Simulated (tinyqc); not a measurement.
Ballistic Schottky-barrier transistor with a two-dimensional channel, WKB contacts: two steps of the calculation.

Source Fermi level 0, drain Fermi level -Vd. Far from the contacts Ec = pn - psi, and the gate moves psi one to one; the band edges relax as exp(-x/lam) from pn at the source and pn - Vd at the drain; Ev = Ec - Eg. A carrier of energy w inside the channel band meets at a contact a barrier of height D (the contact edge beyond the channel edge): T = 1 for w >= D, else exp(-S), S = 4 lam sqrt(m/C) [sqrt(D - w) - sqrt(w) arctan sqrt((D - w)/w)], C = hbar^2/(2 m0). The two contacts combine as Ts Td/(Ts + Td - Ts Td).

Inputs (values chosen for the exercise); channel values close to those of an ultrathin silicon body with silicide contacts:
```
symbol,value,unit,meaning
T,300,K,temperature
Eg,1.12,eV,band gap
pn,0.66,eV,barrier for electrons at both contacts
mp,0.25,m0,hole mass
g,2,,valleys or subbands
lam,4.7,nm,screening length at the contacts
Vd,0.5,V,drain bias
ps,-0.2,V,band shift psi of the channel by the gate
w0,0.3,eV,energy of one carrier inside the channel band
wm,0.88,eV,upper end of the grid
nE,15,,points of the grid
```

Constants: q = 1.602176634e-19 C, kB = 1.380649e-23 J/K, hbar = 1.054571817e-34 J s, h = 6.62607015e-34 J s, m0 = 9.1093837015e-31 kg, Vt = kB T/q, hbar^2/(2 m0) = 0.0380998212 eV nm^2. Results are converted to the units shown.

Task 1. Transmission of one of the holes. S and T at both contacts for w = w0, and the tunnelling distance lam ln(D/w) at the higher barrier.

D for holes (eV): source 0.20000000, drain 0.70000000

Find: S at the source; S at the drain; combined T; tunnelling distance.

Result 1.

S at the source = 0
S at the drain = 7.851
combined T = 3.895e-4
tunnelling distance = 3.982 nm

Task 2. Current of the holes on a coarse grid. I/W = g (2 q^2/h) int T(w) [N(Es + w) - N(Ed + w)] dw with w the energy of motion along the channel, N(y) = (1/2 pi) sqrt(pi m kB T/C) Fm(-y/kB T), Fm(x) = (1/sqrt(pi)) int_0^infinity u^(-1/2)/(1 + exp(u - x)) du. Electrons: Ds = psi, Dd = psi - Vd, Es = Ec, Ed = Ec + Vd. Holes: Ds = -psi, Dd = Vd - psi, Es = -Ev, Ed = -Ev - Vd. The size of each current is taken; both flow from drain to source and add. Simpson's rule on nE equally spaced w from 0 to wm.

Find: w; Ts; Td; T; size of the supply difference; current.

Result 2.

```
point   w (eV)          Ts          Td           T  size of the supply difference (1/um)
0      0.00000  4.4328e-10  3.1735e-18  3.1735e-18                                397.42
1      0.06286   0.0023482  8.8400e-11  8.8400e-11                                339.78
2      0.12571     0.14438   3.5782e-8   3.5782e-8                                268.55
3      0.18857     0.90449   2.2544e-6   2.2544e-6                                169.61
4      0.25143      1.0000   5.3202e-5   5.3202e-5                                52.232
5      0.31429      1.0000   6.5890e-4   6.5890e-4                                6.3138
6      0.37714      1.0000   0.0050743   0.0050743                               0.57508
7      0.44000      1.0000    0.026767    0.026767                              0.050718
8      0.50286      1.0000     0.10244     0.10244                             0.0044600
9      0.56571      1.0000     0.29347     0.29347                             3.9209e-4
10     0.62857      1.0000     0.63333     0.63333                             3.4470e-5
11     0.69143      1.0000     0.98188     0.98188                             3.0303e-6
12     0.75429      1.0000      1.0000      1.0000                             2.6640e-7
13     0.81714      1.0000      1.0000      1.0000                             2.3419e-8
14     0.88000      1.0000      1.0000      1.0000                             2.0588e-9
```

current = 0.11833 uA/um

Range of the model: No scattering, image-force lowering, channel charge or band-to-band tunnelling; parabolic kappa overstates S deep in the gap.

Program tinyqc, `OMP_NUM_THREADS=1 python tinyqc.py 2390057 2390058 out.jsonl`; Intel Xeon 2.30GHz, shared host, one thread, about 0.6 s.
